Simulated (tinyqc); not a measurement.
Surface potential of a MOS transistor: implicit equation and explicit approximations: one step of the calculation.

p-type body, charge-sheet picture, depletion and inversion only, full ionisation (an idealisation for deep acceptors), Boltzmann statistics (rough once Na exp(x - xn) passes about Nc/7). In units of Vt: xg = (Vg - Vfb)/Vt, x = psi/Vt, G = gamma/sqrt(Vt), xn = (2 phiF + Vc)/Vt. The implicit equation is (xg - x)^2 = G^2 [x - 1 + exp(x - xn)] for x above about 3. Cox = eps0 eox/tox.

Problem. Explicit approximation. Depletion value a = 1 + [sqrt(G^2/4 + xg - 1) - G/2]^2; inversion value b = xn + ln[(xg - xn)^2/G^2 - xn + 1] and first guess y = min(a, b) - ln(1 + exp(-|a - b|)) if a > xn + 1, else b = y = a; one second-order correction with D = exp(y - xn), p = 2 (xg - y) + G^2 (1 + D), w = (xg - y)^2 - G^2 (y - 1 + D): z = y + 2 w/(p + sqrt(p^2 - 2 (2 - G^2 D) w)), or the Newton step z = y + w/p where the root is not real.

G = 0.99630740
xn = 37.435559
xg = 27.850843

Find: a; b; y; p; w; z.

Solution.

a = 23.16
b = 23.16
y = 23.16
p = 10.37
w = -6.270e-7
z = 23.16

The root of the implicit equation is x = 23.1607; y misses it by 6.0e-8 and z by -3.6e-15, in units of Vt (Newton branch).

Numbers from tinyqc (`OMP_NUM_THREADS=1 python tinyqc.py 2122025 2122026 out.jsonl`; about 0.01 s on one thread of a shared Intel Xeon 2.30GHz).
